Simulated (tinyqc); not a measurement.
# Gate sheet resistance from two finger widths

Problem. At low frequency R = Rsh Wf/(3 L) + B/Wf, where B collects the channel and vertical terms. Find Rsh, B and the width of lowest R.

Values chosen for this exercise:

| symbol | value | unit | meaning |
|---|---|---|---|
| L | 1.1 | um | channel length |

input resistance of single fingers, contacted at one end, of width 0.9 and 4.6 um (ohm): 314.92929  80.384717

Answer. R Wf is a straight line in Wf^2; the minimum of R lies where both terms are equal.

Rsh = 14.00 ohm/square
B = 280.0 ohm um
width of lowest R = 8.124 um

Numbers from tinyqc (`OMP_NUM_THREADS=1 python tinyqc.py 2262231 2262232 out.jsonl`; about 0.01 s on one thread of a shared Intel Xeon 2.30GHz).
